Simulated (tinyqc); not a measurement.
Hall factor, magnetoresistance and optical conductivity for a power-law relaxation time: one step, computed by the program tinyqc.

One spherical parabolic band, tau(E) = tau_0 x^s with x = E/(k_B T). Landau quantisation is left out.

Task: Density and moments of tau. <y> = int y x^(3/2) f (1 - f) dx / int x^(3/2) f (1 - f) dx, f = 1/(1 + exp(x - eta)). Integrals over x = E/(k_B T) use 160 Gauss-Legendre points in u = sqrt(x) from 0 to sqrt(max(eta, 0) + 45). n = (2 m k_B T)^(3/2)/(3 pi^2 hbar^3) int x^(3/2) f (1 - f) dx; moments in units of tau_0.

Inputs (values chosen for the exercise, with a mass close to that of electrons in GaN):

| quantity | value | unit |
|---|---|---|
| effective mass m | 0.19 | m_0 |
| exponent s | 1.5 | - |
| reduced Fermi level eta | 0.011 | - |
| temperature T | 400 | K |

Constants: m_0 = 9.1093837015e-31 kg; k_B = 1.380649e-23 J/K; hbar = 1.054571817e-34 J s.

Give: density n; <tau>/tau_0; <tau^2>/tau_0^2; <tau^3>/tau_0^3; <1/tau> tau_0.

Result:

density n = 2.4696e+18 1/cm^3

<tau>/tau_0 = 5.3252

<tau^2>/tau_0^2 = 49.574

<tau^3>/tau_0^3 = 699.15

<1/tau> tau_0 = 0.49000
